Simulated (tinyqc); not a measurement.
Changing the C12: Raman shift of the zone-centre optical phonon of a diamond-structure crystal under stress. Computed by tinyqc, a small Python program. Command: `OMP_NUM_THREADS=1 python tinyqc.py 3002519 3002520 out.jsonl ramanstress sweep`. One thread of a shared host (Intel(R) Xeon(R) Processor @ 2.30GHz), about 0.01 s of CPU time with the checks.

Axes x, y, z are the cube axes. Strain shifts the threefold optical mode and can split it; p, q and r are the phonon deformation potentials.

Inputs (values chosen for the exercise, modelled on silicon): unstrained frequency omega_0 = 520.5 1/cm; p/omega_0^2 = -1.79; q/omega_0^2 = -2.42; r/omega_0^2 = -0.702; C11 = 166.2 GPa; C44 = 80.21 GPa; stress sigma (tension positive) = -0.12 GPa; polarisation angle phi = 60 degree.

Stress state: uniaxial. Axis: [110].

Method:
- S11 = (C11 + C12)/D, S12 = -C12/D, D = (C11 - C12)(C11 + 2 C12), S44 = 1/C44.
- Uniaxial stress along the unit vector n of the axis: sigma_ij = sigma n_i n_j.
- eps_xx = S11 sigma_xx + S12 (sigma_yy + sigma_zz), and cyclic; eps_xy = S44 sigma_xy/2 (tensor strain).
- Secular matrix: M_xx = p eps_xx + q (eps_yy + eps_zz), M_xy = 2 r eps_xy; its eigenvalues are omega^2 - omega_0^2, and the shifts are these over 2 omega_0.
- gamma = -(p + 2q)/(6 omega_0^2); the mean of the three shifts is -gamma omega_0 x (volume strain).
- Backscattering from a (001) surface: incident polarisation (cos phi, sin phi, 0). With Raman tensors (R_z)_xy = (R_z)_yx = 1 and cyclic, only the z component u_z of a mode counts: I = u_z^2 sin^2(2 phi) for parallel and u_z^2 cos^2(2 phi) for crossed polarisers. An unresolved line sits at the intensity-weighted shift, which is M_zz/(2 omega_0).

One run for each value:
```
C12 (GPa)  shift per stress (1/(cm GPa))  mean shift (1/cm)  S12 (1/TPa)  volume strain (per mille)
8.31                             -3.4921            0.37752      -0.2879                   -0.65638
21.40                            -3.1294            0.33023      -0.7071                   -0.57416
34.40                            -2.8621            0.29369      -1.1106                   -0.51064
47.50                            -2.6624            0.26424      -1.5320                   -0.45942
60.50                            -2.5197            0.24031      -1.9929                   -0.41783
73.60                            -2.4254            0.22022      -2.5361                   -0.38290
86.70                            -2.3811            0.20323      -3.2113                   -0.35336
99.70                            -2.3950            0.18878      -4.1008                   -0.32823
```

Over the rows, shift per stress (1/(cm GPa)) goes from -3.49 through a maximum among these rows, -2.38 at 86.7, to -2.40; mean shift (1/cm) falls from 0.378 to 0.189 (exponent d ln y / d ln x -0.14 between the first rows and -0.53 between the last); S12 (1/TPa) falls from -0.288 to -4.10 (exponent d ln y / d ln x 0.95 between the first rows and 1.7 between the last). C12 sets the Poisson contraction: at fixed C11 it raises the bulk modulus, which cuts the volume strain and the mean shift, and lowers C11 - C12, which enlarges the shear strain that splits the modes.

Extremes, crossings and ranges named in words are read from the listed rows.
